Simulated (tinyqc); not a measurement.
Landau-Devonshire theory of a uniaxial ferroelectric: one step, computed by the program tinyqc. Command: `OMP_NUM_THREADS=1 python tinyqc.py 3026044 3026045 out.jsonl ferro walk`. One thread of a shared host (Intel(R) Xeon(R) Processor @ 2.30GHz), about 0.01 s of CPU time with the checks.

G(P) = (alpha/2) P^2 + (beta*/4) P^4 + (gamma/6) P^6 - E P per volume, SI units, one domain, P along the polar axis.

Task: A capacitor with imperfect screening. Between shorted electrodes with screening length lambda each, the depolarising field is -k P, k = 2 lambda/(eps_0 (d + 2 lambda eps_b)), so alpha turns into alpha + k. Ps^2 = [-beta* + sqrt(beta*^2 - 4 alpha gamma)]/(2 gamma). The polar state is the lowest uniform state while alpha + k < 0 (beta* > 0) or < 3 beta*^2/(16 gamma) (beta* < 0); setting the equality gives the critical thickness d_c.

Inputs (values chosen for the exercise, modelled on lead titanate): Curie-Weiss temperature T0 = 752 K; gamma = 1.51e+09 J m^9/C^6; temperature T = 367 K; film thickness d = 3.6 nm; screening length lambda = 0.048 nm; background permittivity eps_b = 7.

Sample: free crystal.

alpha = -2.779700e+08 J m/C^2

beta* = -2.88e+08 J m^5/C^4

Constants: eps_0 = 8.8541878128e-12 F/m.

Give: depolarising coefficient k; polarisation of the film; size of the depolarising field; critical thickness d_c.

Result:

depolarising coefficient k = 2.5380e+09 J m/C^2

polarisation of the film = 0 microcoulomb/cm^2

size of the depolarising field = 0 MV/m

critical thickness d_c = 36.940 nm

The film is thinner than d_c, so the uniform polar state is not the lowest one; a real film may break into domains or be non-polar.
